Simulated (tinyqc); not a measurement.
Six-band Luttinger-Kohn model with strain, step by step. Values are carried at full precision from step to step, so a last printed digit may differ when a step is redone from the rounded ones.

Constants: hbar^2/2m0 = 3.80998211 eV angstrom^2.

Inputs chosen for the exercise (near those of Ge; not measured data): C11 = 129.1 GPa; C12 = 48 GPa; C44 = 66.5 GPa; load = uniaxial [100] (kind of stress); X = -2.38 GPa (stress); Dso = 0.289 eV (spin-orbit splitting); g1 = 13.37 (Luttinger gamma1); g2 = 4.24 (gamma2); g3 = 5.69 (gamma3); av = 1.24 eV (valence hydrostatic potential); b = -2.57 eV (tetragonal shear potential); d = -5.28 eV (trigonal shear potential); k = (0.001, 0, 0.002) 1/angstrom (wave vector); kmax = 0.05 1/angstrom (end of the path).

## Strain from a uniaxial [100] stress

s11 = (C11 + C12)/((C11 - C12)(C11 + 2 C12)), s12 = -C12/((C11 - C12)(C11 + 2 C12)), s44 = 1/C44; exx = s11 sxx + s12 (syy + szz) and cyclic, exy = s44 sxy/2; tension is positive. A uniaxial stress X along the unit vector n is s_ij = X n_i n_j.

s11, s12, s44 (1/TPa): 9.7011  -2.6293  15.0376

strain tensor:
```
           x         y         z
x  -0.023089  0.000000  0.000000
y   0.000000  0.006258  0.000000
z   0.000000  0.000000  0.006258
```

The volume changes by -1.057 %; there is no shear in the cubic axes, so d does not enter.

## The terms P, Q, R, S at one k

P = c g1 k^2 - av tr(e); Q = c g2 (kx^2 + ky^2 - 2 kz^2) - (b/2)(exx + eyy - 2 ezz); R = c sqrt3 [-g2 (kx^2 - ky^2) + 2i g3 kx ky] + (sqrt3/2) b (exx - eyy) - i d exy; S = 2 c sqrt3 g3 (kx - i ky) kz - d (exz - i eyz); c = hbar^2/2m0, e the strain tensor (not engineering shear).

Form the four terms.

Terms (eV):
```
term    from k  from strain
P      0.00025      0.01311
Q     -0.00011     -0.03771
R     -0.00003      0.06532
S      0.00015      0.00000
```

## The Hamiltonian

Six-band Luttinger-Kohn model in the basis |3/2,3/2>, |3/2,1/2>, |3/2,-1/2>, |3/2,-3/2>, |1/2,1/2>, |1/2,-1/2>, electron energies, zero at the top of the unstrained valence band. H = -[rows: (P+Q, -S, R, 0, -S/r2, r2 R); (-S*, P-Q, 0, R, -r2 Q, r32 S); (R*, 0, P-Q, S, r32 S*, r2 Q); (0, R*, S*, P+Q, -r2 R*, -S*/r2); (-S*/r2, -r2 Q, r32 S, -r2 R, P+Dso, 0); (r2 R*, r32 S*, r2 Q, -S/r2, 0, P+Dso)], r2 = sqrt(2), r32 = sqrt(3/2). Levels are twofold.

Each term is the sum of its two parts.

H(k) (eV):
```
          3/2,3/2  3/2,1/2  3/2,-1/2  3/2,-3/2  1/2,1/2  1/2,-1/2
3/2,3/2    0.0245   0.0002   -0.0653         0   0.0001   -0.0923
3/2,1/2    0.0002  -0.0512         0   -0.0653  -0.0535   -0.0002
3/2,-1/2  -0.0653        0   -0.0512   -0.0002  -0.0002    0.0535
3/2,-3/2        0  -0.0653   -0.0002    0.0245   0.0923    0.0001
1/2,1/2    0.0001  -0.0535   -0.0002    0.0923  -0.3024         0
1/2,-1/2  -0.0923  -0.0002    0.0535    0.0001        0   -0.3024
```

## Levels and their make-up

Diagonalise H. The weights add +m and -m and are averaged over each pair; m is taken along z.

levels from the top, each twofold (eV): 0.0910  -0.0888  -0.3313

weights:
```
               top  second  third
|3/2,+-3/2>  0.699   0.250  0.051
|3/2,+-1/2>  0.233   0.750  0.017
|1/2,+-1/2>  0.069   0.000  0.931
```

The top pair is 70 % |3/2,+-3/2>, the second pair is 75 % |3/2,+-1/2> and the third pair is 93 % |1/2,+-1/2>.

## Band edges at k = 0
Diagonalise H at k = 0. The weights add +m and -m (m along z) and are averaged over each pair.

edges from the top (eV): 0.0912  -0.0885  -0.3310

weights at k = 0:
```
               top  second  third
|3/2,+-3/2>  0.699   0.250  0.051
|3/2,+-1/2>  0.233   0.750  0.017
|1/2,+-1/2>  0.068   0.000  0.932
```

The stress splits the top two pairs by 179.8 meV, 6.95 times kT at 300 K (25.85 meV); the third lies 422.3 meV below the top, against Dso = 289 meV without stress.

## Polarisation of the edge transitions

In the basis X, Y, Z times spin, H(k = 0) has -Dso/3 + l exx + m (eyy + ezz) on the diagonal (cyclic) and n exy off it, l = av + 2 b, m = av - b, n = sqrt(3) d. Spin-orbit term (Dso/3) L.sigma on X, Y, Z with (L_k)_ij = -i epsilon_kij: <X+|H|Y+> = -i Dso/3, <X+|H|Z-> = Dso/3, <Y+|H|Z-> = -i Dso/3, <Z+|H|X-> = -Dso/3, <Z+|H|Y-> = i Dso/3, <X-|H|Y-> = i Dso/3, and their conjugates; + and - are the spin along z. The strength of a transition to an s-like conduction level for light polarised along the unit vector u is the weight of the orbital ux X + uy Y + uz Z in the valence state, summed over spin and averaged over the pair.

strain block of X, Y, Z (eV):
```
         X         Y         Z
X  0.13773         0         0
Y        0  -0.08853         0
Z        0         0  -0.08853
```

Relative strengths:
```
polarisation    top  second  third
[100]         0.882   0.000  0.118
[010]         0.059   0.500  0.441
[001]         0.059   0.500  0.441
[110]         0.470   0.250  0.280
[1-10]        0.470   0.250  0.280
[111]         0.333   0.333  0.333
```

The top pair is strongest for light along [100] (0.882) and weakest along [010] and [001] (0.059); without strain every direction has 1/3 on average over the fourfold top. For each polarisation the three pairs add up to 1.

## Hole masses at the edges

Curvature at k = 0: m/m0 = -2 c h^2/(E(h u) + E(-h u) - 2 E(0)) with h = 0.0002 1/angstrom along the unit vector u.

Hole masses (m0):
```
direction    top  second  third
[110]      0.059   0.089  0.083
[1-10]     0.059   0.089  0.083
[100]      0.037   0.204  0.127
[001]      0.156   0.057  0.062
```

Of the directions listed, the top pair is lightest along [100] (0.037) and heaviest along [001] (0.156). These masses hold only for hole energies well below the splitting of 180 meV.

## Bands along [110] and [001]

Six points from 0 to kmax in each direction.

Levels (eV):
```
direction  |k| (1/angstrom)     top   second    third  top, no stress  second, no stress
[110]                 0.000  0.0912  -0.0885  -0.3310          0.0000             0.0000
[110]                 0.010  0.0850  -0.0929  -0.3357         -0.0010            -0.0091
[110]                 0.020  0.0681  -0.1068  -0.3507         -0.0040            -0.0348
[110]                 0.030  0.0457  -0.1318  -0.3798         -0.0088            -0.0727
[110]                 0.040  0.0239  -0.1670  -0.4298         -0.0152            -0.1148
[110]                 0.050  0.0058  -0.2066  -0.5096         -0.0230            -0.1538
[001]                 0.000  0.0912  -0.0885  -0.3310          0.0000             0.0000
[001]                 0.010  0.0888  -0.0952  -0.3373         -0.0019            -0.0083
[001]                 0.020  0.0818  -0.1142  -0.3571         -0.0075            -0.0321
[001]                 0.030  0.0706  -0.1428  -0.3937         -0.0168            -0.0686
[001]                 0.040  0.0557  -0.1765  -0.4521         -0.0298            -0.1125
[001]                 0.050  0.0374  -0.2114  -0.5363         -0.0466            -0.1577
```

## Checks

- Levels against the same model in the basis X, Y, Z times spin: they agree to 1e-10 or better.

Run: tinyqc, `OMP_NUM_THREADS=1 python tinyqc.py 1050947 1050948 out.jsonl`; Intel(R) Xeon(R) Processor @ 2.30GHz, one thread, shared host; about 0.07 s of CPU time with all checks.
